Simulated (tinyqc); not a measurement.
Worked calculation: geometry optimisation on the RHF/sto-6g surface (energies and gradients from PySCF), for H3-, spin multiplicity 1. The basis has no diffuse functions, so it cannot describe the extra electron: this is an exercise in the method, not the real anion. One step of it, computed by the program tinyqc.

Problem. Step 2: move. Quasi-Newton step p = -H^(-1) g (the inverse Hessian comes from BFGS updates; coordinates in the order x, y, z of each atom); steps longer than 0.5 bohr are cut back.

positions after step 1 (bohr):
```
            x          y          z
1H  -0.016541   0.130417  -0.364127
2H   0.020778  -0.094363   2.103839
3H  -0.011795   1.345335   0.705594
```

gradient (hartree/bohr):
```
              x            y            z
1H   0.00467261  -0.12940285   0.24746071
2H  -0.00410482  -0.01170791  -0.29360247
3H  -0.00056779   0.14111076   0.04614176
```

inverse Hessian in use (bohr^2/hartree):
```
           1          2          3          4          5          6          7          8
1   1.000009  -0.000733   0.000180   0.000009  -0.000854   0.000133  -0.000018   0.001587
2  -0.000733   1.027708  -0.034337   0.000382   0.014522   0.035459   0.000352  -0.042230
3   0.000180  -0.034337   0.991685   0.000884  -0.050769   0.030811  -0.001064   0.085106
4   0.000009   0.000382   0.000884   0.999969   0.001074  -0.001505   0.000022  -0.001456
5  -0.000854   0.014522  -0.050769   0.001074   0.986497   0.066747  -0.000220  -0.001019
6   0.000133   0.035459   0.030811  -0.001505   0.066747   0.935521   0.001372  -0.102206
7  -0.000018   0.000352  -0.001064   0.000022  -0.000220   0.001372   0.999997  -0.000132
8   0.001587  -0.042230   0.085106  -0.001456  -0.001019  -0.102206  -0.000132   1.043249
9  -0.000313  -0.001122  -0.022496   0.000622  -0.015978   0.033668  -0.000309   0.017100

           9
1  -0.000313
2  -0.001122
3  -0.022496
4   0.000622
5  -0.015978
6   0.033668
7  -0.000309
8   0.017100
9   0.988828
```

Give: positions after step 2.

Solution.

positions after step 2 (bohr):
```
         x       y       z
1H  -0.022   0.288  -0.616
2H   0.024  -0.048   2.389
3H  -0.010   1.141   0.673
```
